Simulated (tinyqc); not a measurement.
# p-n diode with diffusion and depletion-layer recombination: two studies

Abrupt junction in the depletion approximation, low injection, full ionisation, neutral widths fixed, ohmic contact on the p side. Vj is the junction voltage; where a series resistance Rs is given, V = Vj + J Rs is the terminal voltage.

Values chosen for this exercise; band and dielectric values close to those of silicon:
```
symbol    value        unit                                               meaning
T           300           K                                           temperature
Eg          1.1          eV                                              band gap
eps_r      11.7                                             relative permittivity
Nc      2.84e19       cm^-3                conduction-band density of states at T
Nv      2.63e19       cm^-3                   valence-band density of states at T
Na       1.1e18       cm^-3                                      acceptor density
Nd       1.5e16       cm^-3                                         donor density
mun         290  cm^2/(V s)                       electron mobility in the p side
mup         370  cm^2/(V s)                           hole mobility in the n side
tn         5e-6           s                                     electron lifetime
tp         5e-7           s                                         hole lifetime
wp         0.87          um                           neutral width of the p side
wn           23          um                           neutral width of the n side
Sp          1e7        cm/s               recombination velocity at the n contact
Rs        0.015    ohm cm^2                                     series resistance
Et            0          eV                  trap level above the intrinsic level
Vj         0.29           V  junction voltage at which recombination is evaluated
```

Constants: q = 1.602176634e-19 C, kB = 1.380649e-23 J/K, Vt = kB T/q, eps0 = 8.8541878128e-14 F/cm where lengths are in cm. Results are converted to the units shown.

Each table varies one quantity; the others keep the values above.

## Currents and ideality against junction voltage

ni = sqrt(Nc Nv) exp(-Eg/(2 Vt)), Eg in volts; D = mu Vt; Ln = sqrt(Dn tn), Lp = sqrt(Dp tp); J0n = q ni^2 Dn coth(wp/Ln)/(Ln Na); J0p = (q ni^2 Dp/(Lp Nd)) (s + tanh(wn/Lp))/(1 + s tanh(wn/Lp)), s = Sp Lp/Dp. J_diff = (J0n + J0p)(exp(Vj/Vt) - 1). Vbi = Vt ln(Na Nd/ni^2), W = sqrt(2 eps0 eps_r (Vbi - Vj)(1/Na + 1/Nd)/q), xp = W Nd/(Na + Nd), xn = W Na/(Na + Nd); u(x) = q Na (x + xp)^2/(2 eps0 eps_r) for x < 0 and Vbi - Vj - q Nd (xn - x)^2/(2 eps0 eps_r) for x > 0; p = Na exp(-u/Vt), n = Nd exp((u - Vbi + Vj)/Vt); U = ni^2 (exp(Vj/Vt) - 1)/(tp (n + ni exp(Et/Vt)) + tn (p + ni exp(-Et/Vt))); J_scr = q times the integral of U from -xp to xn. J = J_diff + J_scr. Ideality = (1/Vt) dVj/d ln J or (1/Vt) dV/d ln J; last column ni^2 exp(Vj/Vt)/N^2.

Results:

| Vj (V) | J_diff (A/cm^2) | J_scr (A/cm^2) | J (A/cm^2) | V (V) | ideality against Vj | ideality against V | minority/doping, lighter side |
|---|---|---|---|---|---|---|---|
| 0.21 | 6.034e-8 | 1.169e-7 | 1.773e-7 | 0.2100 | 1.434 | 1.434 | 3.713e-9 |
| 0.32 | 4.253e-6 | 1.167e-6 | 5.420e-6 | 0.3200 | 1.109 | 1.109 | 2.616e-7 |
| 0.38 | 4.331e-5 | 4.181e-6 | 4.749e-5 | 0.3800 | 1.041 | 1.041 | 2.665e-6 |
| 0.44 | 4.411e-4 | 1.544e-5 | 4.566e-4 | 0.4400 | 1.015 | 1.015 | 2.714e-5 |
| 0.49 | 0.003052 | 4.731e-5 | 0.003099 | 0.4900 | 1.006 | 1.008 | 1.877e-4 |
| 0.55 | 0.03108 | 1.869e-4 | 0.03127 | 0.5505 | 1.002 | 1.021 | 0.001912 |
| 0.61 | 0.3166 | 6.894e-4 | 0.3172 | 0.6148 | 1.001 | 1.185 | 0.01947 |
| 0.67 | 3.224 | 0.001586 | 3.226 | 0.7184 | 1.000 | 2.872 | 0.1983 |

Estimate the missing row, Vj = 0.26 V.

Computed row:

| Vj (V) | J_diff (A/cm^2) | J_scr (A/cm^2) | J (A/cm^2) | V (V) | ideality against Vj | ideality against V | minority/doping, lighter side |
|---|---|---|---|---|---|---|---|
| 0.26 | 4.175e-7 | 3.320e-7 | 7.495e-7 | 0.2600 | 1.256 | 1.256 | 2.569e-8 |

With this row back in the table: The ideality against Vj falls from 1.43 to 1.00. Diffusion overtakes recombination in the layer between Vj = 0.21 and 0.26 V. J_scr alone has an ideality of 1.85 between the first two rows and 2.79 between the last two. From Vj = 0.61 V the series resistance raises the terminal ideality by over a tenth; there J Rs = 0.18 Vt. Rows from Vj = 0.67 V on lie beyond low injection.

## Effect of the trap level above the intrinsic level

Same model as above.

J = J_diff + J_scr.

The same in every row: J0n (A/cm^2) = 3.110e-12; J0p (A/cm^2) = 1.479e-11; J_diff (A/cm^2) = 1.333e-6; wn/Lp = 1.052.

Effect of the trap level above the intrinsic level:

| Et (eV) | J_scr (A/cm^2) | J_scr/J (%) |
|---|---|---|
| -0.3 | 5.279e-9 | 0.3946 |
| -0.2 | 1.034e-7 | 7.199 |
| -0.1 | 5.348e-7 | 28.64 |
| 0 | 6.216e-7 | 31.81 |
| 0.1 | 6.134e-7 | 31.52 |
| 0.2 | 3.628e-7 | 21.40 |
| 0.3 | 3.356e-8 | 2.457 |

As Et goes from -0.3 to 0.3, J0p stays at 1.48e-11 A/cm^2, J_scr goes from 5.28e-9 through a maximum of 6.22e-7 (at Et = 0 among the rows listed) to 3.36e-8 A/cm^2 and its share goes from 0.395 through a maximum of 31.8 (at Et = 0 among the rows listed) to 2.46 %. A level far from mid-gap re-emits carriers to the nearer band, which lowers U once ni exp(|Et|/Vt) exceeds the local carrier density.

Computed by the program tinyqc: `OMP_NUM_THREADS=1 python tinyqc.py 2260057 2260058 out.jsonl`, one thread of a shared Intel Xeon 2.30GHz, about 0.01 s for the whole run.
